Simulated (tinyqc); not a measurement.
Resistance of a tapered via with liner, size effect and interface: one step of the calculation.

A round via whose diameter grows from db at the bottom as D(z) = db + 2 z/tan(ang). The fill, of diameter D - 2 tl, starts above the bottom liner (thickness fb tl) and has rho = rho0 (1 + ks lam/(D - 2 tl)); the sidewall liner conducts in parallel with it. The bottom liner and the interface are crossed over the full area pi db^2/4. Spreading in the lines above and below is left out.

Problem. Slices of the via. Slices between z0 = fb tl and hv, evaluated at their midpoints: conductance per length pi/4 [(D - 2 tl)^2/rho + (D^2 - (D - 2 tl)^2)/rl], slice resistance = slice height over that. 8 slices.

Inputs (values chosen for the exercise); fill metal close to molybdenum: diameter at the bottom db = 33 nm; height hv = 45 nm; sidewall angle ang = 88 degrees; bulk resistivity of the fill rho0 = 5.38 uohm cm; mean free path of the fill lam = 10.9 nm; size-effect factor ks = 1.4; liner on the sidewall tl = 0 nm; liner at the bottom over that on the sidewall fb = 1; resistivity of the liner rl = 160 uohm cm.

Give: z; D; rho; slice resistance.

Solution.

| slice | z (nm) | D (nm) | rho (uohm cm) | slice resistance (ohm) |
|---|---|---|---|---|
| 0 | 2.812 | 33.20 | 7.853 | 0.5104 |
| 1 | 8.438 | 33.59 | 7.824 | 0.4967 |
| 2 | 14.06 | 33.98 | 7.796 | 0.4835 |
| 3 | 19.69 | 34.38 | 7.768 | 0.4708 |
| 4 | 25.31 | 34.77 | 7.741 | 0.4587 |
| 5 | 30.94 | 35.16 | 7.715 | 0.4469 |
| 6 | 36.56 | 35.55 | 7.689 | 0.4357 |
| 7 | 42.19 | 35.95 | 7.664 | 0.4248 |

Computed by the program tinyqc: `OMP_NUM_THREADS=1 python tinyqc.py 2750140 2750141 out.jsonl`, one thread of a shared Intel Xeon 2.30GHz, about 0.01 s for the whole run.
